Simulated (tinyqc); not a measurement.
Phonon-assisted absorption at an indirect gap, step by step. Values are carried at full precision from step to step, so a last printed digit may differ when a step is redone from the rounded ones.

alpha(E) = sum_j A_j [N_j (E - Eg + w_j)^2 + (N_j + 1)(E - Eg - w_j)^2], each bracket counted only where its base is positive; N_j = 1/(exp(w_j/kB T) - 1). The first term absorbs a phonon and the second emits one; excitons and direct transitions are left out.

Constants: kB = 8.617333262e-05 eV/K.

Parameters, chosen for this exercise (loosely those of GaP at room temperature; Eg is not tied to T; the results hold for these values, not for the real material): Eg = 2.235 eV (indirect gap, held fixed unless listed); w = (44.3, 12.4) meV (two zone-edge phonons); A = (5400, 600) 1/(cm eV^2) (their strengths); T = 77 K; E = 2.647 eV (photon energy); nr = 3.46 (refractive index); d = 29 micrometre (thickness); xj = 0.072 micrometre (dead layer at the surface); W = 3 micrometre (depleted width); L = 95 micrometre (minority diffusion length below it).

## The four branches at one energy

Evaluate the occupations and each term.

N_j: 0.001262  0.1825

terms with phonon absorption (1/cm): 1.419  19.72

terms with phonon emission (1/cm): 731.0  113.3

alpha = 865.4 1/cm
wavelength hc/E (hc = 1239.841984 eV nm) = 468.4 nm

Phonon absorption supplies 2.4 % of alpha; the depth 1/alpha is 11.6 micrometre.

## What a slab does with it

Slab of thickness d in air, incoherent passes: R = ((nr - 1)/(nr + 1))^2, x = exp(-alpha d); transmitted Tr = (1 - R)^2 x/(1 - R^2 x^2), reflected Rt = R + (1 - R)^2 R x^2/(1 - R^2 x^2), absorbed Ab = (1 - R)(1 - x)/(1 - R x).

d in cm is 1e-4 times the value in micrometres.

R = 0.3042
x = 0.0813
Tr = 0.0394
Rt = 0.3052
Ab = 0.6554

A single pass would absorb (1 - R)(1 - x) = 0.6392; the back face adds 0.0162.

## Quantum efficiency of a diode

Photodiode (Gaertner form with a dead layer): QE = (1 - R) exp(-alpha xj) [1 - exp(-alpha W)/(1 + alpha L)], R = ((nr - 1)/(nr + 1))^2; responsivity = QE/E in A/W for E in eV.

Evaluate the factors; 1 micrometre = 1e-4 cm.

passes the dead layer = 0.9938
collected share = 0.9164
QE = 0.6336
responsivity = 0.2394 A/W

Without diffusion from below the collected share would be 0.2287.

## Checks

- Tr + Rt + Ab against 1: both 1.000000.

Program tinyqc; command `OMP_NUM_THREADS=1 python tinyqc.py 1681235 1681236 out.jsonl`; about 0.01 s on one thread of a shared Intel(R) Xeon(R) Processor @ 2.30GHz.
